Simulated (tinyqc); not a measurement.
Quantum point contact as a saddle point: plateau quality against temperature.

Potential V0 - m wx^2 x^2/2 + m wy^2 y^2/2; energies are counted from V0. Mode n = 0, 1, ... transmits T_n(E) = 1/(1 + exp(-2 pi (E - E_n)/wx)), E_n = wy (n + 1/2); each mode carries 2 q^2/h.

g(T) = int g(E) (-df/dE) dE = int g(mu + x kB T) dx/(4 cosh^2(x/2)), g(E) the zero-temperature value at E, g = G/(2 q^2/h).

Values chosen for this exercise: transverse quantum hbar wy wy = 5.6 meV; curvature of the barrier hbar wx wx = 2 meV.

Constants: q = 1.602176634e-19 C, kB = 1.380649e-23 J/K, Vt = kB T/q. Results are converted to the units shown.

Result of one run:
```
T (K)  slope wy dg/dmu at mu = wy  slope at mu = 1.5 wy  g at mu = wy
0.51                     0.005491                 4.332         1.000
```

What becomes of these results when the temperature T is changed from 0.51 to 0.23 K, all else the same?

Result of the changed run:
```
T (K)  slope wy dg/dmu at mu = wy  slope at mu = 1.5 wy  g at mu = wy
0.23                     0.005355                 4.384         1.000
```

The whole series:
```
T (K)  slope wy dg/dmu at mu = wy  slope at mu = 1.5 wy  g at mu = wy
0.11                     0.005329                 4.395         1.000
0.23                     0.005355                 4.384         1.000
0.51                     0.005491                 4.332         1.000
1.1                      0.006183                 4.126         1.000
2.4                       0.01185                 3.505         1.000
5.2                        0.1129                 2.414         1.000
11                         0.6276                 1.404         1.000
25                         0.9309                0.9966         1.022
```

The slope on the first plateau rises from 0.00533 to 0.931 and the slope on the second riser falls from 4.40 to 0.997; a slope of 1 everywhere means no steps at all. The plateau slope passes 0.5 at T = 11 K among the rows.

Computed by the program tinyqc: `OMP_NUM_THREADS=1 python tinyqc.py 2740101 2740102 out.jsonl`, one thread of a shared Intel Xeon 2.30GHz, about 0.04 s for the whole run.
